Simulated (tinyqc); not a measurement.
# Insulator thickness and V0 from two charges

Inverse problem. In an undoped wire Vg - V0 = Q/Cox + Vt ln(Q/Q0) + Vt ln(1 + Q/Q0) at the source, with Q0 = 4 eps0 eps_r Vt/R and Cox = eps0 eox/(R ln(1 + tox/R)). Find Cox, tox and V0.

Values chosen for this exercise; material values those of a made-up semiconductor: temperature T = 350 K; relative permittivity of the semiconductor eps_r = 13; relative permittivity of the gate insulator eox = 7.22; wire radius R = 3 nm.

Constants: q = 1.602176634e-19 C, kB = 1.380649e-23 J/K, Vt = kB T/q, eps0 = 8.8541878128e-14 F/cm where lengths are in cm. Results are converted to the units shown.

Qs at Vg = 1.07 and 1.47 V (nC/cm^2): [625.41568, 1456.5509]

Answer. The two equations are linear in 1/Cox and V0; tox follows by inverting the logarithm.

Cox = 2.33 uF/cm^2
tox = 4.50 nm
V0 = 0.766 V

tinyqc, about 0.03 s, one thread, Intel Xeon 2.30GHz (shared host): `OMP_NUM_THREADS=1 python tinyqc.py 2460130 2460131 out.jsonl`
